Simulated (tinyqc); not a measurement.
Width of the inclusion: polytypes by hexagonality, and a cubic inclusion as a quantum well.

Gap: E3 + (Es - E3) h/hs for h up to hs, then linear from Es to E2 at h = 1. Valence top Ev2 h and polarisation P2 h, both counted from 3C; Ec = Ev + gap.

A cubic inclusion of width L = N d in the host (h = 0.5) is a well of depth V = Ec(host) - Ec(3C). Square well with mass mismatch: k tan(k L/2) = (m_w/m_b) q, k = sqrt(m_w E/c), q = sqrt(m_b (V - E)/c), c = hbar^2/2m0, lowest root. The depth of the level, V - E, is its binding, and the transition to the valence top of the host is gap(host) - (V - E). The step in polarisation gives a field |F| = |P|/(eps eps0) in a thin inclusion, eps0 = 8.8541878e-12 F/m.

Constants: hbar^2/2m0 = 3.80998211 eV angstrom^2.

Inputs chosen for the exercise (of the order of those of SiC; not measured data): E3 = 2.375 eV (gap of the cubic polytype); E2 = 3.357 eV (gap of 2H); Ev2 = 0.116 eV (valence top of 2H above that of 3C); P2 = -0.0425 C/m^2 (spontaneous polarisation of 2H); Es = 3.284 eV (gap at the hexagonality hs); hs = 0.5 (hexagonality up to which the first line holds); m = (0.318, 0.33) m0 (electron mass along c in the cubic layer and in the host); d = 2.523 angstrom (thickness of a double layer); eps = 9.9 (dielectric constant).

Without the field: square well. With it, the potential inside is |F| (z - L/2), the host conduction edge lies at V - |F| L/2 on one side and V + |F| L/2 on the other, and the lowest level E_F is found by finite differences (step 0.25 angstrom, wide box, good to about 1 meV). Holes sit in the host on the high side, so the transition is gap(host) - V + E_F - |F| L/2. A dash: bound by less than 2 meV or not at all.

Results:
```
N   L (angstrom)  depth (eV)  transition (eV)  depth below the low side, with field (eV)  transition with field (eV)
1           2.52       0.110            3.174                                      0.081                       3.142
2           5.05       0.308            2.976                                      0.250                       2.911
3           7.57       0.475            2.809                                      0.388                       2.713
4          10.09       0.593            2.691                                      0.478                       2.561
6          15.14       0.736            2.548                                      0.569                       2.348
8          20.18       0.811            2.473                                      0.600                       2.195
12         30.28       0.883            2.401                                      0.611                       1.939
```

The square well binds a level even at N = 1 (110 meV), as any symmetric one-dimensional well does; the depth grows to 883 of 967 meV, and the transition tends to E3 - Ev(host) = 2.317 eV. With the field the level is bound by 2 meV or more for N = 1, 2, 3, 4, 6, 8 and 12, and the transition is lowered by 33 meV at N = 1 and 461 meV at N = 12, where |F| L/2 = 367 meV. Free carriers or surface charge screen the field and the step between the two sides, and the attraction to the hole, left out here, binds the electron further.

tinyqc: `OMP_NUM_THREADS=1 python tinyqc.py 1881219 1881220 out.jsonl`; about 0.04 s, one thread, shared Intel(R) Xeon(R) Processor @ 2.30GHz.
